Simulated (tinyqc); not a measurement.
Threshold of a short bulk MOSFET: charge sharing, barrier lowering, narrow width: effect of the insulator thickness.

n-channel device on a p-type body, depletion approximation, full ionisation. Uniform doping N = Na. Vbi from Boltzmann statistics is rough for the degenerate source. Cox = eps0 eox/tox.

ni = sqrt(Nc Nv) exp(-Eg/(2 Vt)), Eg in volts; 2 pB = 2 Vt ln(N/ni); flat band Vfb - Vt ln(N/Na); Wd = sqrt(2 eps0 eps_r (2 pB - Vbs)/(q N)); body term q N Wd/Cox; long-channel VT0 = flat band + 2 pB + body term; Vbi = Vt ln(N Nsd/ni^2); scale length l = sqrt((eps_r/eox) tox Wd). Charge sharing (trapezoid; it ignores Vds): F = (xj/L)(sqrt(1 + 2 Wd/xj) - 1), lowering = body term times F. Barrier lowering: th = exp(-L/(2 l)) + 2 exp(-L/l), lowering = th [2 (Vbi - 2 pB) + Vds], DIBL = th. Narrow width: rise = body term times xw Wd/W. VT by each model = VT0 - lowering + rise. DIBL under 0.001 mV/V is printed as 0.

Values chosen for this exercise; band and dielectric values close to those of silicon: temperature T = 400 K; band gap Eg = 1.14 eV; relative permittivity eps_r = 11.8; conduction-band density of states at T Nc = 4.39e19 cm^-3; valence-band density of states at T Nv = 4.08e19 cm^-3; relative permittivity of the gate insulator (close to silicon nitride) eox = 7.47; channel doping Na = 1.2e18 cm^-3; source and drain doping Nsd = 1e20 cm^-3; flat-band voltage for the doping Na Vfb = -0.91 V; junction depth xj = 33 nm; body-source voltage Vbs = -1 V; drain-source voltage Vds = 0.05 V; gate width W = 180 nm; shape factor of the fringing depletion at the width edges xw = 0; channel length L = 280 nm.

Constants: q = 1.602176634e-19 C, kB = 1.380649e-23 J/K, Vt = kB T/q, eps0 = 8.8541878128e-14 F/cm where lengths are in cm. Results are converted to the units shown.

The same in every row: N (cm^-3) = 1.200e18; F = 0.1104.

Result of one run:
```
tox (nm),VT0 (V),L/l,DIBL (mV/V),"VT, charge sharing (V)","VT, barrier lowering (V)"
3.7,0.4724,17.19,0.1848,0.4185,0.4723
```

What becomes of these results when the insulator thickness tox is changed from 3.7 to 4.8 nm, all else the same?

Result of the changed run:
```
tox (nm),VT0 (V),L/l,DIBL (mV/V),"VT, charge sharing (V)","VT, barrier lowering (V)"
4.8,0.6175,15.10,0.5278,0.5476,0.6173
```

The whole series:
```
tox (nm),VT0 (V),L/l,DIBL (mV/V),"VT, charge sharing (V)","VT, barrier lowering (V)"
2.8,0.3537,19.76,0.05107,0.3129,0.3537
3.7,0.4724,17.19,0.1848,0.4185,0.4723
4.8,0.6175,15.10,0.5278,0.5476,0.6173
6.2,0.8021,13.28,1.309,0.7119,0.8017
8.1,1.053,11.62,3.015,0.9348,1.052
11,1.435,9.972,6.927,1.275,1.433
14,1.831,8.839,12.33,1.627,1.827
18,2.359,7.795,21.11,2.097,2.351
```

As tox goes from 2.8 to 18, VT0 rises from 0.354 to 2.36 V, DIBL rises from 0.0511 to 21.1 mV/V, F stays at 0.110 and VT by barrier lowering rises from 0.354 to 2.35 V.

Numbers from tinyqc (`OMP_NUM_THREADS=1 python tinyqc.py 2002004 2002005 out.jsonl`; about 0.01 s on one thread of a shared Intel Xeon 2.30GHz).
